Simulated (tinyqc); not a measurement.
Metal gate on a two-layer dielectric stack with fixed charge and a dipole: flat band against the thickness t1.

Gate, layer 2, layer 1, p-type semiconductor; x runs from the gate inwards. Charges are counted in units of +q. psi is the band bending at the surface, positive towards inversion. Classical charge, Boltzmann statistics, no interface traps.

EOT = 3.9 (t1/e1 + t2/e2), Cox = eps0/(t1/e1 + t2/e2); phi_ms = pM - (chi + Eg - Vt ln(Nv/Na)). Vfb = phi_ms + Vd - (q/eps0) [Q1 (t1/e1 + t2/e2) + Q2 t2/e2 + r1 (t1^2/(2 e1) + t1 t2/e2) + r2 t2^2/(2 e2)]: each charge counts with its electrical distance from the gate. ni = sqrt(Nc Nv) exp(-Eg/(2 Vt)), Eg in volts, pB = Vt ln(Na/ni), Vth = Vfb + 2 pB + sqrt(4 q eps0 eps_r Na pB)/Cox.

Values chosen for this exercise; band and dielectric values close to those of silicon, layer 1 close to silicon dioxide, layer 2 close to hafnium oxide:

| symbol | value | unit | meaning |
|---|---|---|---|
| T | 300 | K | temperature |
| Eg | 1.14 | eV | band gap |
| eps_r | 11.5 |  | relative permittivity |
| Nc | 2.79e19 | cm^-3 | conduction-band density of states at T |
| Nv | 2.66e19 | cm^-3 | valence-band density of states at T |
| chi | 4 | eV | electron affinity |
| Na | 7.1e16 | cm^-3 | acceptor density |
| pM | 4.54 | eV | work function of the gate metal |
| e1 | 3.98 |  | relative permittivity of layer 1 |
| t2 | 4.3 | nm | thickness of layer 2, next to the gate |
| e2 | 21.6 |  | relative permittivity of layer 2 |
| Q1 | 1.3e11 | cm^-2 | fixed charge at the semiconductor interface |
| Q2 | 2.8e11 | cm^-2 | fixed charge between the layers |
| r1 | 6.2e18 | cm^-3 | uniform charge density in layer 1 |
| r2 | 7.1e17 | cm^-3 | uniform charge density in layer 2 |
| Vd | 0 | V | flat-band shift by a dipole layer between the layers |

Constants: q = 1.602176634e-19 C, kB = 1.380649e-23 J/K, Vt = kB T/q, eps0 = 8.8541878128e-14 F/cm where lengths are in cm. Results are converted to the units shown.

Flat band against the thickness t1:

| t1 (nm) | EOT (nm) | Vfb (V) | Vth (V) |
|---|---|---|---|
| 0.5 | 1.266 | -0.4847 | 0.3986 |
| 1 | 1.756 | -0.5094 | 0.3936 |
| 1.5 | 2.246 | -0.5411 | 0.3815 |
| 2 | 2.736 | -0.5799 | 0.3625 |
| 2.5 | 3.226 | -0.6258 | 0.3363 |
| 3 | 3.716 | -0.6787 | 0.3032 |
| 3.5 | 4.206 | -0.7386 | 0.2629 |
| 4 | 4.696 | -0.8056 | 0.2157 |

Vfb falls from -0.485 to -0.806 V and Vth falls from 0.399 to 0.216 V. The slope dVfb/dEOT is -50.4 mV/nm between the first two rows and -137 between the last two: the charge inside the growing layer bends the line. A line through the end rows meets EOT = 0 at -0.366 V, against phi_ms + Vd = -0.447 V; an effective work function read from it is off by 80.6 mV from pM.

tinyqc, about 0.01 s, one thread, Intel Xeon 2.30GHz (shared host): `OMP_NUM_THREADS=1 python tinyqc.py 2010075 2010076 out.jsonl`
